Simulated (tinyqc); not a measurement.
Inside a calculation. Method: Pariser-Parr-Pople SCF with singles CI, for the molecule C=CC=CC=CC=N (SMILES; centres numbered as the heavy atoms are written). One step of it, computed by the program tinyqc.

Task: Singles CI, singlets. Over the 9 single excitations with the smallest orbital gaps: A = (e_a - e_i) delta + 2 (ia|jb) - (ij|ab), with (pq|rs) = sum c_mp c_mq gamma_mn c_nr c_ns. f = 2/3 w |mu|^2 in atomic units, mu = sqrt2 sum c_ia sum_m c_mi c_ma R_m.

orbital energies (eV): -13.328916  -12.446433  -10.960021  -8.890248  -3.223425  -1.131869  0.519961  1.505727

coefficients:
```
         MO1        MO2        MO3        MO4        MO5        MO6        MO7        MO8
1C  0.153544  -0.298329   0.425416   0.442077  -0.411320   0.445356  -0.336046  -0.174813
2C  0.268842  -0.437224   0.432469   0.224484   0.158235  -0.401530   0.471071   0.301602
3C  0.376195  -0.416484   0.032028  -0.411925   0.435386  -0.083369  -0.392742  -0.404417
4C  0.433858  -0.243071  -0.321745  -0.390298  -0.298603   0.411345   0.164772   0.459687
5C  0.455309   0.060037  -0.437570   0.270577  -0.383640  -0.367366   0.178152  -0.458840
6C  0.416993   0.295647  -0.189816   0.457664   0.391339   0.000207  -0.406434   0.418196
7C  0.350919   0.455741   0.287859  -0.046678   0.282841   0.444098   0.460956  -0.307265
8N  0.264685   0.434258   0.465925  -0.383813  -0.383052  -0.363450  -0.272693   0.154196
```

repulsion gamma_rs (eV):
```
           1C         2C         3C         4C         5C         6C         7C         8N
1C  11.130000   5.345504   3.872202   2.880878   2.343816   1.946733   1.680513   1.477538
2C   5.345504  11.130000   5.346849   3.872231   2.881414   2.343827   1.946998   1.693280
3C   3.872202   5.346849  11.130000   5.344561   3.872202   2.880878   2.343827   1.963886
4C   2.880878   3.872231   5.344561  11.130000   5.345808   3.872202   2.881414   2.368725
5C   2.343816   2.881414   3.872202   5.345808  11.130000   5.344561   3.872231   2.918602
6C   1.946733   2.343827   2.880878   3.872202   5.344561  11.130000   5.346849   3.940664
7C   1.680513   1.946998   2.343827   2.881414   3.872231   5.346849  11.130000   5.476857
8N   1.477538   1.693280   1.963886   2.368725   2.918602   3.940664   5.476857  12.300000
```

Centres (angstrom, eV; a flat drawing with bonds scaled to 1.40 angstrom):
```
centre          x          y  core charge z          W   gamma_rr
1C      -4.252000  -0.231000              1  11.160000  11.130000
2C      -3.020000   0.434000              1  11.160000  11.130000
3C      -1.828000  -0.299000              1  11.160000  11.130000
4C      -0.596000   0.367000              1  11.160000  11.130000
5C       0.596000  -0.367000              1  11.160000  11.130000
6C       1.828000   0.299000              1  11.160000  11.130000
7C       3.020000  -0.434000              1  11.160000  11.130000
8N       4.252000   0.231000              1  14.100000  12.300000
```

Give: singlet CI matrix; singlet excitation energies; oscillator strengths.

Result:

singlet CI matrix (eV):
```
         4>5      3>5      4>6      2>5      4>7      3>6      1>5      4>8
4>5   3.6173  -0.0643  -0.0995  -0.0756  -0.0124   0.2108  -0.0179   0.0063
3>5  -0.0643   5.3256  -0.4057   0.0607   0.1344   0.0757   0.1489  -0.0853
4>6  -0.0995  -0.4057   5.2565  -0.0837  -0.0067   0.1141   0.0368  -0.0977
2>5  -0.0756   0.0607  -0.0837   6.5433  -0.5042  -0.0210   0.0667  -0.0960
4>7  -0.0124   0.1344  -0.0067  -0.5042   6.6357   0.0905  -0.0262  -0.0309
3>6   0.2108   0.0757   0.1141  -0.0210   0.0905   7.3437   0.0411  -0.0373
1>5  -0.0179   0.1489   0.0368   0.0667  -0.0262   0.0411   7.1048   0.5918
4>8   0.0063  -0.0853  -0.0977  -0.0960  -0.0309  -0.0373   0.5918   7.3360
2>6  -0.0791  -0.3243  -0.4281   0.0134   0.0968   0.1147  -0.2097   0.1296

         2>6
4>5  -0.0791
3>5  -0.3243
4>6  -0.4281
2>5   0.0134
4>7   0.0968
3>6   0.1147
1>5  -0.2097
4>8   0.1296
2>6   8.5307
```

singlet excitation energies (eV): 3.5870  4.7978  5.6464  6.1056  6.6028  7.0860  7.3880  7.8253  8.6549

oscillator strengths: 2.0204  0.0846  0.0007  0.0054  0.0002  0.1107  0.2163  0.0005  0.0120
